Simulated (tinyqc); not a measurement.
Sweep of alpha: linear model of a band gap against the share of exact exchange.

E(alpha) = E0 + S alpha. A wider gap screens less, modelled in the Penn form eps(alpha) = 1 + (e0 - 1)(EP/(EP + S alpha))^2 with a scale EP chosen for the exercise. A dielectric-dependent hybrid takes alpha = 1/eps.

Inputs chosen for the exercise (of the order of those of Si; the results hold for these values, not for the real material): E0 = 0.59 eV (gap of the semi-local functional); S = 4.58 eV (slope dE/d(alpha)); e0 = 13.22 (optical dielectric constant at alpha = 0); EP = 9 eV (energy scale of the screening); Et = 1.18 eV (target gap).

Also the exciton scale relative to alpha = 0, (m/m(0))(eps(0)/eps)^2, with a mass proportional to E + D, D = E0/2 + 0.3 eV, a k.p rule for direct gaps only.

Results:
```
alpha  E (eV)     eps  alpha eps  exciton scale
0.00    0.590  13.220      0.000           1.00
0.05    0.819  12.621      0.631           1.31
0.10    1.048  12.065      1.207           1.66
0.15    1.277  11.548      1.732           2.07
0.25    1.735  10.617      2.654           3.05
0.35    2.193   9.804      3.432           4.28
0.50    2.880   8.765      4.383           6.67
```

Give the missing row, alpha = 0.20.

Computed row:
```
alpha  E (eV)     eps  alpha eps  exciton scale
0.20    1.506  11.067      2.213           2.53
```

alpha eps reaches 1 between alpha = 0.05 and 0.1 (fixed point 0.082), and the target gap is met between 0.1 and 0.15. At the fixed point the gap is 0.96 eV, -0.22 eV from the target. From 0 to 0.25 the gap grows by 1.15 eV while eps falls by 20 %; the exciton scale, which takes both, grows by a factor of 3.05 (formal for an indirect gap).

Computed by tinyqc, a small Python program: `OMP_NUM_THREADS=1 python tinyqc.py 1850925 1850926 out.jsonl` (the numbers bound the seed that draws the inputs); one thread of a shared host (Intel(R) Xeon(R) Processor @ 2.30GHz), about 0.01 s for the whole set of steps.
